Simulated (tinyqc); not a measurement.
# Worked calculation: ferroelectric hysteresis, discrete Preisach model

tinyqc, about 0.01 s, one thread, Intel Xeon 2.30GHz (shared host): `OMP_NUM_THREADS=1 python tinyqc.py 2860113 2860114 out.jsonl` Printed values are rounded.

36 bistable elements (j, k) switch to +1 when V reaches u_j and to -1 when V falls to -u_k, and keep their state between. P = Ps sum w_jk s_jk. All elements start at -1. No time dependence and no dielectric part.

Values chosen for this exercise:

| symbol | value | unit | meaning |
|---|---|---|---|
| Ps | 29 | uC/cm^2 | saturation polarisation |
| Vc | 1 | V | mean coercive voltage |
| sg | 0.56 | V | spread of the switching voltages |
| up | [0.2, 0.6, 1, 1.4, 1.8, 2.2] | V | list of the u_j |
| cr | 0.8 |  | correlation of up and down voltages |

## Weights

w_jk is proportional to exp[-(a_j^2 + a_k^2 - 2 cr a_j a_k)/(2 (1 - cr^2))], a_j = (u_j - Vc)/sg, and the weights sum to one.

w:

|  | d=-0.2 | d=-0.6 | d=-1 | d=-1.4 | d=-1.8 | d=-2.2 |
|---|---|---|---|---|---|---|
| u=0.2 | 0.0462978 | 0.0401801 | 0.0084521 | 0.0004309 | 0.0000053 | 0.0000000 |
| u=0.6 | 0.0401801 | 0.1083573 | 0.0708287 | 0.0112218 | 0.0004309 | 0.0000040 |
| u=1 | 0.0084521 | 0.0708287 | 0.1438658 | 0.0708287 | 0.0084521 | 0.0002445 |
| u=1.4 | 0.0004309 | 0.0112218 | 0.0708287 | 0.1083573 | 0.0401801 | 0.0036113 |
| u=1.8 | 0.0000053 | 0.0004309 | 0.0084521 | 0.0401801 | 0.0462978 | 0.0129304 |
| u=2.2 | 0.0000000 | 0.0000040 | 0.0002445 | 0.0036113 | 0.0129304 | 0.0112218 |

## Step 1: the voltage goes to 2.4 V

states at the start:

|  | d=-0.2 | d=-0.6 | d=-1 | d=-1.4 | d=-1.8 | d=-2.2 |
|---|---|---|---|---|---|---|
| u=0.2 | -1 | -1 | -1 | -1 | -1 | -1 |
| u=0.6 | -1 | -1 | -1 | -1 | -1 | -1 |
| u=1 | -1 | -1 | -1 | -1 | -1 | -1 |
| u=1.4 | -1 | -1 | -1 | -1 | -1 | -1 |
| u=1.8 | -1 | -1 | -1 | -1 | -1 | -1 |
| u=2.2 | -1 | -1 | -1 | -1 | -1 | -1 |

V = 2.4 V

Rows with u_j <= V turn to +1; columns with V <= -u_k turn to -1; P = Ps sum w s.

states after step 1:

|  | d=-0.2 | d=-0.6 | d=-1 | d=-1.4 | d=-1.8 | d=-2.2 |
|---|---|---|---|---|---|---|
| u=0.2 | 1 | 1 | 1 | 1 | 1 | 1 |
| u=0.6 | 1 | 1 | 1 | 1 | 1 | 1 |
| u=1 | 1 | 1 | 1 | 1 | 1 | 1 |
| u=1.4 | 1 | 1 | 1 | 1 | 1 | 1 |
| u=1.8 | 1 | 1 | 1 | 1 | 1 | 1 |
| u=2.2 | 1 | 1 | 1 | 1 | 1 | 1 |

P after step 1 = 29 uC/cm^2

## Step 2: the voltage goes to -2 V

V = -2 V

As before.

states after step 2:

|  | d=-0.2 | d=-0.6 | d=-1 | d=-1.4 | d=-1.8 | d=-2.2 |
|---|---|---|---|---|---|---|
| u=0.2 | -1 | -1 | -1 | -1 | -1 | 1 |
| u=0.6 | -1 | -1 | -1 | -1 | -1 | 1 |
| u=1 | -1 | -1 | -1 | -1 | -1 | 1 |
| u=1.4 | -1 | -1 | -1 | -1 | -1 | 1 |
| u=1.8 | -1 | -1 | -1 | -1 | -1 | 1 |
| u=2.2 | -1 | -1 | -1 | -1 | -1 | 1 |

P after step 2 = -27.37530 uC/cm^2

## Step 3: the voltage goes to 1.6 V

V = 1.6 V

As before.

states after step 3:

|  | d=-0.2 | d=-0.6 | d=-1 | d=-1.4 | d=-1.8 | d=-2.2 |
|---|---|---|---|---|---|---|
| u=0.2 | 1 | 1 | 1 | 1 | 1 | 1 |
| u=0.6 | 1 | 1 | 1 | 1 | 1 | 1 |
| u=1 | 1 | 1 | 1 | 1 | 1 | 1 |
| u=1.4 | 1 | 1 | 1 | 1 | 1 | 1 |
| u=1.8 | -1 | -1 | -1 | -1 | -1 | 1 |
| u=2.2 | -1 | -1 | -1 | -1 | -1 | 1 |

P after step 3 = 22.49492 uC/cm^2

## Step 4: the voltage goes to -2 V

V = -2 V

As before.

states after step 4:

|  | d=-0.2 | d=-0.6 | d=-1 | d=-1.4 | d=-1.8 | d=-2.2 |
|---|---|---|---|---|---|---|
| u=0.2 | -1 | -1 | -1 | -1 | -1 | 1 |
| u=0.6 | -1 | -1 | -1 | -1 | -1 | 1 |
| u=1 | -1 | -1 | -1 | -1 | -1 | 1 |
| u=1.4 | -1 | -1 | -1 | -1 | -1 | 1 |
| u=1.8 | -1 | -1 | -1 | -1 | -1 | 1 |
| u=2.2 | -1 | -1 | -1 | -1 | -1 | 1 |

P after step 4 = -27.37530 uC/cm^2
